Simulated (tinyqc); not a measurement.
Full spectrum, Debye and Einstein heat capacities: Born-von Karman spring model of a cubic crystal with one atom per cell. Computed by tinyqc, a small Python program. Command: `OMP_NUM_THREADS=1 python tinyqc.py 3010635 3010636 out.jsonl springs walk`. One thread of a shared host (Intel(R) Xeon(R) Processor @ 2.30GHz), about 0.1 s of CPU time with the checks.

First neighbours lie at a/2 (1,1,1) (8 of them), second at a (1,0,0) (6), with all permutations and signs; the volume per atom is Omega = a^3/2. Two shells of springs match a real metal only roughly, above all at the zone boundary.

Inputs (values chosen for the exercise, modelled on iron):
```
quantity,value,unit
lattice constant a,2.87,angstrom
atomic mass M,55.85,u
radial spring k1L,3.13,eV/angstrom^2
transverse spring k1T,-0.096,eV/angstrom^2
radial spring k2L,1.1,eV/angstrom^2
transverse spring k2T,0.022,eV/angstrom^2
```

Lattice: bcc.

Constants: 1 eV/angstrom^3 = 160.2176634 GPa; u = 1.6605390666e-27 kg; hbar = 1.054571817e-34 J s; k_B = 1.380649e-23 J/K; nu for 1 eV/(angstrom^2 u) = 15.6333042 THz; h x 1 THz = 4.135667696 meV; k_B = 8.617333262e-05 eV/K.

Method:
- [ij,kl] = (1/(2 Omega)) sum_R K_ij R_k R_l; C11 = [xx,xx], C44 = [xx,yy], C12 = 2 [xy,xy] - C44; B = (C11 + 2 C12)/3; Zener ratio A = 2 C44/(C11 - C12). K(R) = kL n n^T + kT (1 - n n^T).
- rho = M/Omega and v = sqrt(C/rho), with C = C11, C44, C44 along [100]; (C11 + C12 + 2 C44)/2, C44, (C11 - C12)/2 along [110]; (C11 + 2 C12 + 4 C44)/3 and twice (C11 - C12 + C44)/3 along [111].
- Christoffel matrix G_xx = C11 n_x^2 + C44 (1 - n_x^2), G_xy = (C12 + C44) n_x n_y, with eigenvalues rho v^2; v_m^-3 is the mean of v^-3 over three branches and all directions (12 Gauss-Legendre points in cos(theta) times 24 angles phi = (j + 1/2) pi/12); q_D = (6 pi^2/Omega)^(1/3); Theta = hbar v_m q_D/k_B.
- A neighbour at R with unit vector n couples by the matrix K(R) = kL n n^T + kT (1 - n n^T), and D(q) = (1/M) sum_R K(R) [1 - cos(q.R)].
- An eigenvalue lambda of D in eV/(angstrom^2 u) gives nu = 15.6333042 THz x sqrt(lambda).
- Mesh: q = sum_i (m_i + 1/2)/n b_i, m_i = 0..n-1, with b = [[0, 1, 1], [1, 0, 1], [1, 1, 0]] in 2 pi/a; sums are averages over the n^3 points (here n = 14), per atom.
- With x = h nu/(k_B T) and n = 1/(exp(x) - 1) for each mode: F = k_B T [x/2 + ln(1 - exp(-x))], U = k_B T x (n + 1/2), S/k_B = x n - ln(1 - exp(-x)), C/k_B = x^2 n (n + 1).
- Debye: C = 9 k_B (T/Theta)^3 int_0^(Theta/T) x^4 e^x/(e^x - 1)^2 dx with the elastic Theta. Einstein: three modes at the root-mean-square frequency. The last column is the Theta that makes the Debye formula give the full C at that T.

elastic Debye temperature = 466.567 K

root-mean-square frequency = 6.6556 THz

Heat capacity (k_B/atom):
```
T (K),full spectrum,Debye,Einstein,Theta from C (K)
56,0.5492,0.3735,0.3275,399.14
84,1.1790,0.9231,1.0126,403.21
120,1.7947,1.5598,1.7153,406.98
160,2.2095,2.0302,2.1747,409.09
230,2.5713,2.4632,2.5610,410.69
350,2.8024,2.7495,2.8002,411.62
470,2.8879,2.8572,2.8872,411.95
700,2.9486,2.9344,2.9485,412.18
```

What does the comparison show, and why?

The apparent Theta runs from 399 to 412 K against the elastic 467 K; at high T it tends to sqrt(5/3) h nu_rms/k_B = 412 K. At the lowest T the Debye value is 0.68 and the Einstein value 0.60 times the full one; dispersion bends the branches below the sound lines, so the real spectrum has more low modes than Debye assumes. At the highest T Debye misses by 0.48 % and Einstein by 0.0050 %.

Extremes, crossings and ranges named in words are read from the listed rows.
